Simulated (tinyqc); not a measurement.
Inside a calculation. Method: CID on RHF in the sto-6g basis, for H3+, spin multiplicity 1. Computed by tinyqc, a small Python program that keeps every step (integrals from PySCF). Settings: charge = 1, multiplicity = 1, basis = sto-6g, method = RHF, energy threshold = 1e-10, iteration cap = 82, orthogonalisation = canonical, start = Wolfsberg-Helmholz matrix, DIIS depth = 6, ci = CID, davidson = 1. Command: `OMP_NUM_THREADS=1 python tinyqc.py 25171 25172 out.jsonl` (the two numbers bound the seeds that draw the settings). One thread of a shared host (Intel(R) Xeon(R) Processor @ 2.60GHz), about 0.08 s of CPU time with the checks. The early iterations of the SCF are left out here.

## One-electron integrals

Geometry (angstrom):

| atom | x | y | z |
|---|---|---|---|
| H | 0.000000 | 0.000000 | 0.000000 |
| H | 0.000000 | 0.000000 | 1.165000 |
| H | 0.000000 | 1.156000 | -0.143000 |

Basis sto-6g: exponents (1/bohr^2) and contraction coefficients of normalised primitives:

| element | l (shell) | exponent | coefficient |
|---|---|---|---|
| H | s (1) | 35.523221 | 0.009164 |
| H | s (1) | 6.513144 | 0.049361 |
| H | s (1) | 1.822143 | 0.168538 |
| H | s (1) | 0.625955 | 0.370563 |
| H | s (1) | 0.243077 | 0.416492 |
| H | s (1) | 0.100112 | 0.130334 |

Overlap, kinetic and nuclear-attraction integrals over the contracted functions; the nuclear repulsion is the sum of Za Zb / Rab.

nuclear repulsion = 1.21167755 hartree

overlap S, lower triangle:
```
          1H 1s     2H 1s     3H 1s
1H 1s  1.000000
2H 1s  0.405311  1.000000
3H 1s  0.405409  0.178492  1.000000
```

kinetic energy T (hartree), lower triangle:
```
          1H 1s      2H 1s     3H 1s
1H 1s  0.768522
2H 1s  0.062443   0.768522
3H 1s  0.062489  -0.006219  0.768522
```

nuclear attraction V (hartree), lower triangle:
```
           1H 1s      2H 1s      3H 1s
1H 1s  -2.133670
2H 1s  -0.757915  -1.989296
3H 1s  -0.758135  -0.309013  -1.989363
```

core Hamiltonian H = T + V (hartree), lower triangle:
```
           1H 1s      2H 1s      3H 1s
1H 1s  -1.365148
2H 1s  -0.695473  -1.220774
3H 1s  -0.695647  -0.315232  -1.220841
```

## Two-electron integrals

Functions are numbered as in S; the eight-fold symmetry (ij|kl) = (ji|kl) = (kl|ij) leaves the list below.

Two-electron integrals (ij|kl) in chemists' order, unique and non-zero (hartree):
```
(11|11) 0.774999   (21|11) 0.240078   (21|21) 0.100923   (22|11) 0.427689
(22|21) 0.240078   (22|22) 0.774999   (31|11) 0.240149   (31|21) 0.079157
(31|22) 0.149929   (31|31) 0.100977   (32|11) 0.087878   (32|21) 0.037178
(32|22) 0.089048   (32|31) 0.037187   (32|32) 0.017089   (33|11) 0.427743
(33|21) 0.149903   (33|22) 0.300550   (33|31) 0.240149   (33|32) 0.089048
(33|33) 0.774999
```

## Orthogonalisation

S = U s U^T; canonical form X = U s^(-1/2), so that X^T S X = 1. Each column of U has its largest component positive (the first on a tie).

eigenvalues of S: 0.509075  0.821508  1.669417

X:
```
               1          2         3
1H 1s   1.064546  -0.000103  0.503422
2H 1s  -0.644461   0.780269  0.415650
3H 1s  -0.644794  -0.780035  0.415708
```

## Iteration 5 (converged): orbitals

converged F (hartree), lower triangle:
```
           1H 1s      2H 1s      3H 1s
1H 1s  -0.672605
2H 1s  -0.548707  -0.550666
3H 1s  -0.548817  -0.315426  -0.550706
```

Diagonalise F' = X^T F X, C = X C', fill 1 alpha and 1 beta electrons from the bottom; D = 2 C_occ C_occ^T. Each column has its largest component positive (the first on a tie).

F' = X^T F X (hartree), lower triangle:
```
           1          2          3
1   0.024269
2   0.000005  -0.286375
3  -0.025793   0.000000  -0.929110
```

orbital energies (hartree): MO1 -0.929807, MO2 -0.286375, MO3 0.024966

coefficients C:
```
            MO1        MO2        MO3
1H 1s  0.532007  -0.000119   1.050553
2H 1s  0.398081   0.780279  -0.655446
3H 1s  0.398131  -0.780024  -0.655805
```

D after iteration 5, lower triangle:
```
          1H 1s     2H 1s     3H 1s
1H 1s  0.566064
2H 1s  0.423564  0.316938
3H 1s  0.423617  0.316977  0.317016
```

## Convergence

Stop when the energy changes by less than 1e-10 hartree and every element of the error matrix X^T (F D S - S D F) X is below 3e-06.

Course of the cycle:

| iteration | E (hartree) | change | largest element of the error matrix |
|---|---|---|---|
| 1 | -1.17779038 | - | 7.01e-02 |
| 2 | -1.18063257 | -2.84e-03 | 7.35e-03 |
| 3 | -1.18066425 | -3.17e-05 | 1.46e-05 |
| 4 | -1.18066425 | -1.08e-10 | 5.39e-06 |
| 5 | -1.18066425 | -1.70e-11 | 1.58e-10 |

PySCF RHF in the same basis = -1.18066425 hartree

Converged in 5 iterations.

## Integrals over molecular orbitals

(pq|rs) = sum C_ip C_jq C_kr C_ls (ij|kl), one index at a time.

one-electron integrals over orbitals h = C^T H C (hartree), lower triangle:
```
           1          2          3
1  -1.462535
2   0.000031  -1.102332
3  -0.057735  -0.000013  -0.910858
```

Two-electron integrals over orbitals (pq|rs), unique and non-zero (hartree):
```
(11|11) 0.532727    (21|11) -0.000031   (21|21) 0.145549    (22|11) 0.480753
(22|21) 0.000067    (22|22) 0.558277    (31|11) 0.057735    (31|21) 0.000006
(31|22) -0.072979   (31|31) 0.146308    (32|11) 0.000010    (32|21) -0.128291
(32|22) -0.000044   (32|31) -0.000048   (32|32) 0.126280    (33|11) 0.541066
(33|21) -0.000070   (33|22) 0.472123    (33|31) 0.094081    (33|32) 0.000038
(33|33) 0.587517
```

## CID: determinants and Hamiltonian

Hartree-Fock energy = -1.18066425 hartree

Slater-Condon rules over spin orbitals, with the nuclear repulsion added and E(HF) subtracted on the diagonal.

Occupation strings over the orbitals (2 doubly, a alpha, b beta, 0 empty; spin orbitals ordered 1a 1b 2a 2b ...): 200 020 0ab 0ba 002

H - E(HF) between determinants (hartree), lower triangle:
```
           200        020        0ab        0ba       002
200   0.000000
020   0.145549   0.745954
0ab   0.000006  -0.000057   0.851275
0ba  -0.000006   0.000057  -0.126280   0.851275
002   0.146308   0.126280   0.000025  -0.000025  1.158143
```

## CID: roots

Diagonalise (each vector has its largest component positive (the first on a tie)); all determinants have Ms = 0, so triplets appear too. The lowest singlet root is the correlation energy.

lowest roots of this matrix, relative to E(HF) (hartree): -0.039790  0.723062  0.724995  0.977556  1.220826

lowest vectors:
```
        root 1     root 2    root 3     root 4
200   0.980923   0.125563  0.000000  -0.000032
020  -0.165249   0.940666  0.000000  -0.000335
0ab  -0.000013   0.000240  0.707107   0.707107
0ba   0.000013  -0.000240  0.707107  -0.707107
002  -0.102384  -0.315248  0.000000   0.000062
```

<S^2> of these roots: 0.000000  0.000000  2.000000  0.000000  0.000000

weight of the ground state by excitation level 0, 1, 2, ...: 0.962210  0.000000  0.037790
